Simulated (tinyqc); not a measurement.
What moves the results: Peierls distortion of a half-filled chain. A value that a table varies takes the place of the one given here.

Atoms move by +/- u, so bonds change by -/+ 2u and hoppings are t +/- 2 al u. Bands E = -/+ sqrt((2 t cos x)^2 + D^2 sin^2 x) with D = 4 al u, x = k a in (0, pi/2); the gap is 2D. Energy per atom at zero temperature: E(u) = -mean_x sqrt(...) + 2 K u^2; exactly, the mean is (4t/pi) E(1 - z^2), z = D/2t, E the complete elliptic integral of the second kind with parameter m. Coupling lambda = 2 al^2/(pi t K).

Constants: kB = 8.617333262e-05 eV/K.

Values chosen for the exercise:

| symbol | value | unit | meaning |
|---|---|---|---|
| t | 2.15 | eV | hopping of the even chain |
| al | 6 | eV/angstrom | change of hopping with bond length |
| K | 33.7 | eV/angstrom^2 | spring constant of a bond |

## Energy against distortion

Exact means; both parts are counted from u = 0.

Energies per atom:

| u (angstrom) | gap (eV) | electrons (meV) | springs (meV) | total (meV) |
|---|---|---|---|---|
| 0.0060 | 0.288 | -6.58 | 2.43 | -4.15 |
| 0.0151 | 0.725 | -32.74 | 15.37 | -17.37 |
| 0.0302 | 1.450 | -104.58 | 61.47 | -43.11 |
| 0.0454 | 2.179 | -202.23 | 138.92 | -63.30 |
| 0.0605 | 2.904 | -317.69 | 246.70 | -70.99 |
| 0.0756 | 3.629 | -447.40 | 385.22 | -62.19 |
| 0.0907 | 4.354 | -588.54 | 554.47 | -34.07 |
| 0.1059 | 5.083 | -740.06 | 755.88 | 15.81 |
| 0.1331 | 6.389 | -1030.15 | 1194.03 | 163.88 |

The ratio of electronic gain to elastic cost is 2.71 in the first row and 0.86 in the last: the gain goes as u^2 ln(1/u), so it wins at small u for any K. The total is lowest at u = 0.0605 angstrom and turns positive between 0.0907 and 0.1059.

## A coarse mesh hides or distorts the instability

u0 from the gap equation K = 4 al^2 mean(sin^2 x/|E|) on the mesh x_j = (j + 1/2) pi/(2N); 0 where it has no root.

Results:

| N | u0 (angstrom) | gap (eV) | smallest \|E\| at u = 0 (eV) |
|---|---|---|---|
| 1 | 0.0000 | 0.000 | 3.041 |
| 2 | 0.0495 | 2.378 | 1.646 |
| 3 | 0.0589 | 2.826 | 1.113 |
| 4 | 0.0602 | 2.889 | 0.839 |
| 6 | 0.0605 | 2.903 | 0.561 |
| 8 | 0.0605 | 2.904 | 0.421 |
| 12 | 0.0605 | 2.904 | 0.281 |
| 20 | 0.0605 | 2.904 | 0.169 |
| 40 | 0.0605 | 2.904 | 0.084 |
| 4000 | 0.0605 | 2.904 | 0.001 |

For N = 1 no distortion is found: the mesh leaves its own gap at u = 0, which cuts off the logarithm. u0 is within 1 % of the last row from N = 4 on; the mesh must resolve D = 1.452 eV, and the coherence length xi/a = 2t/D is 3.0.

## Closing of the gap with temperature

The gap equation gains the factor tanh(|E|/2kT); 4000 points; Tp is where its root reaches zero.

Results:

| T/Tp | T (K) | u (angstrom) | u/u0 |
|---|---|---|---|
| 0.20 | 1761 | 0.0605 | 1.000 |
| 0.40 | 3523 | 0.0598 | 0.988 |
| 0.60 | 5284 | 0.0554 | 0.916 |
| 0.70 | 6165 | 0.0509 | 0.841 |
| 0.80 | 7046 | 0.0438 | 0.724 |
| 0.90 | 7926 | 0.0326 | 0.538 |
| 0.95 | 8367 | 0.0236 | 0.390 |
| 0.99 | 8719 | 0.0107 | 0.177 |

Tp = 8807 K

D(0)/(kB Tp) = 1.913, against 1.764 at weak coupling. u/u0 is 0.916 at 0.6 Tp and 0.538 at 0.9 Tp, and near Tp it goes as sqrt(1 - T/Tp): 2.20 between the last two rows against sqrt(5) = 2.24. In a single chain fluctuations forbid this transition; coupling between chains sets the real one, far lower.

## What moves the distortion

Exact means. Each row changes one parameter from the base and keeps the others.

Results:

| case | lambda | u0 (angstrom) | gap (eV) | E(u0) - E(0) (meV) |
|---|---|---|---|---|
| base | 0.3163 | 0.0605 | 2.904 | -70.99 |
| t = 2.257 eV | 0.3013 | 0.0580 | 2.782 | -62.74 |
| al = 6.3 eV/angstrom | 0.3487 | 0.0687 | 3.461 | -98.43 |
| K = 35.39 eV/angstrom^2 | 0.3012 | 0.0552 | 2.648 | -59.69 |

The largest shifts from the base row, up to three for each result and ties (the steps differ in size, so this ranks the rows, not the parameters). lambda: al +0.0324, K -0.0151, t -0.0150. u0 (angstrom): al +0.0082, K -0.0053, t -0.0025. gap (eV): al +0.557, K -0.256, t -0.122. E(u0) - E(0) (meV): al -27.45, K +11.30, t +8.24.

Program tinyqc; command `OMP_NUM_THREADS=1 python tinyqc.py 1652403 1652404 out.jsonl`; about 0.08 s on one thread of a shared Intel(R) Xeon(R) Processor @ 2.30GHz.
